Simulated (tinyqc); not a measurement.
# From solid fraction x back to carrier flow F2

Model: precursor delivery by bubblers, mass-transport growth and the solid composition of a III-V alloy. Computed by tinyqc, a small Python program. Command: `OMP_NUM_THREADS=1 python tinyqc.py 3006443 3006444 out.jsonl movpe_thermo inv`. One thread of a shared host (Intel(R) Xeon(R) Processor @ 2.30GHz), about 0.02 s of CPU time with the checks.

1 sccm = 44.615 micromol/min; 1 torr = 133.322 Pa. The sources decompose fully at the surface.

Inputs (values chosen for the exercise, modelled on triethylgallium (source 1) and trimethylindium (source 2) for the vapour pressures): bath temperature T1 = 299 K; bath temperature T2 = 288 K; bubbler pressure p_b = 760 torr; carrier flow F1 = 21 sccm; total flow F_t = 8.6 slm; group-V flow F_V = 69 sccm; reactor pressure p = 40 torr; growth temperature T = 1030 K; diffusivity at 273 K and 760 torr = 0.36 cm^2/s; flow cross-section A = 29 cm^2; distance from the leading edge z = 4.1 cm; lattice constant a = 5.88 angstrom; interaction L0 of the solid = 15.3 kJ/mol; log10 of p_B,eq over pure BC at 1000 K and 1 torr of group V (exaggerated: liquid indium has about -4.1) = -3.9 log10 torr; enthalpy of that equilibrium H = 375 kJ/mol.

Alloy: mixing on the group-III sites, with desorption of B.

constants a, b of source 1 (log10 torr, K): [8.109, 2162]

constants a, b of source 2 (log10 torr, K): [10.53, 3014]

Constants: k_B = 1.380649e-23 J/K; R = 8.314462618 J/(mol K).

Method:
- log10 p_v = a - b/T_bath; molar flow = F x 44.615 x p_v/(p_b - p_v) for a saturated bubbler.
- p_i = p n_i/(44615 F_t), F_t in slm; p_V = p F_V/(1000 F_t), counted per molecule supplied; V/III = 44.615 F_V/(n1 + n2); vapour fraction of source 2 = n2/(n1 + n2).
- Mean velocity u = (F_t/A)(760/p)(T/273); D = D0 (T/273)^1.75 (760/p); boundary layer delta = sqrt(pi D z/u); flux = D dp/(delta k_B T); growth rate = flux x a^3/4.
- A sticks fully. B desorbs: its surface pressure is p_B* = x gamma_B K/sqrt(p_V), ln gamma_B = L0 (1 - x)^2/(R T), K = 10^(log10 K at 1000 K) exp[-(H/R)(1/T - 1/1000)], p_V in torr. With equal diffusivities x = (p_2 - p_B*)/(p_1 + p_2 - p_B*). Growth rate = rate per torr x p_1/(1 - x).

Question. A run gave the result below. Find the carrier flow F2, known to lie between 58 and 130 sccm.

solid fraction x = 0.1043379

Answer.

Each step takes the trial c = (a f_b - b f_a)/(f_b - f_a), f being the result less the target and a, b, c the logarithms of the listed values; c replaces end b, the old b replaces a if the sign of f changed, and otherwise f_a is halved.

Scan of the range:
```
carrier flow F2 (sccm)  solid fraction x
58.0                            0.087086
66.4                            0.103373
75.9                            0.123202
86.8                            0.147888
99.3                            0.178744
114.0                           0.218120
130.0                           0.263472
```

False position (Illinois rule, in the logarithm of the input) inside the bracket:
```
step    end a    end b    trial  solid fraction x
1     66.4000  75.9000  66.8336          0.104244
2     75.9000  66.8336  66.8755          0.104329
3     75.9000  66.8755  66.8836          0.104345
4     66.8755  66.8836  66.8800          0.104338
5     66.8836  66.8800  66.8800          0.104338
```

Solid fraction x rises at every point of a 13-point scan of the range (every second point is shown), so one value fits; it is bracketed by 66.4 and 75.9. Answer: carrier flow F2 = 66.88 sccm.

Caution: the boundary layer is a quarter or more of the root of the cross-section, so it fills much of the channel and depletion along the flow matters.
